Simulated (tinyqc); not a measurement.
## On-chip interconnect, size-dependent resistivity and RC delay: delay against the liner thickness

A rectangular line between two neighbours and two ground planes. Surface and grain-boundary scattering are added to the bulk resistivity as corrections; capacitances are parallel-plate values without fringing; inductance is ignored.

Metal width x = wd - 2 tl, height y = AR wd - tl; grain boundaries (Mayadas-Shatzkes): al = (lam/(gr x)) Rg/(1 - Rg), g = 1/[1 - 3 al/2 + 3 al^2 - 3 al^3 ln(1 + 1/al)] - 1; surfaces (Fuchs-Sondheimer, thick limit): s = (3/8) lam (1 - ps)(1/x + 1/y); rho = rho0 (1 + g + s); r = rho/(x y); c = eps0 ek (2 wd/hd + 2 Mf AR wd/sp). Elmore delay tE = Rd (c Lw + Cl) + r Lw (c Lw/2 + Cl); t50 is the time at which the far end of a ladder of 30 pi sections (half capacitances at both ends, Cl at the far end, a step applied through Rd) reaches half the step; line share r Lw/(Rd + r Lw); estimate 0.69 Rd (c Lw + Cl) + 0.38 r c Lw^2 + 0.69 r Lw Cl.

Parameters, values chosen for the exercise; metal values close to those of aluminium: bulk resistivity rho0 = 2.67 uohm cm; bulk mean free path lam = 18.8 nm; specular share of surface scattering ps = 0.4; reflection coefficient of grain boundaries Rg = 0.46; grain size over the metal width gr = 1; drawn line width wd = 11 nm; aspect ratio, height over width AR = 2; space to the neighbouring lines sp = 11 nm; dielectric height to the planes above and below hd = 27 nm; relative permittivity of the dielectric ek = 2.7; Miller factor of the neighbours Mf = 2; line length Lw = 30 um; driver resistance Rd = 2000 ohm; load capacitance Cl = 0.85 fF.

Constants: eps0 = 8.8541878128e-12 F/m. Results are converted to the units shown.

The same in every row: c (fF/um) = 0.2107.

Result of one run:
```
tl (nm)  rho (uohm cm)  r (ohm/um)  tE (ps)  t50 (ps)  estimate (ps)  line share of the resistance (%)
1.5              11.90       725.7    101.7     76.60          74.96                             91.59
```

What becomes of these results when the liner on both walls and the bottom, not conducting tl is changed from 1.5 to 2.9 nm, all else the same?

Result of the changed run:
```
tl (nm)  rho (uohm cm)  r (ohm/um)  tE (ps)  t50 (ps)  estimate (ps)  line share of the resistance (%)
2.9              16.55        1666    214.8     162.1          159.3                             96.15
```

The whole series:
```
tl (nm)  rho (uohm cm)  r (ohm/um)  tE (ps)  t50 (ps)  estimate (ps)  line share of the resistance (%)
0                9.525       393.6    61.70     46.36          45.19                             85.52
0.5              10.16       472.6    71.21     53.57          52.27                             87.64
1                10.94       578.6    83.97     63.22          61.78                             89.67
1.5              11.90       725.7    101.7     76.60          74.96                             91.59
2                13.14       938.4    127.3     95.94          94.04                             93.37
2.5              14.78        1263    166.4     125.5          123.2                             94.99
2.9              16.55        1666    214.8     162.1          159.3                             96.15
3.4              19.70        2521    317.7     239.7          236.0                             97.42
```

As tl goes from 0 to 3.4, r rises from 394 to 2520 ohm/um, c stays at 0.211 fF/um and t50 rises from 46.4 to 240 ps. t50/tE lies between 0.751 and 0.754, and the estimate is within 2.5 % of t50.

Range of the model: The metal width is under the mean free path, where the thick-limit surface term and the simple sum of corrections lose accuracy.

Computed by the program tinyqc: `OMP_NUM_THREADS=1 python tinyqc.py 2100066 2100067 out.jsonl`, one thread of a shared Intel Xeon 2.30GHz, about 0.01 s for the whole run.
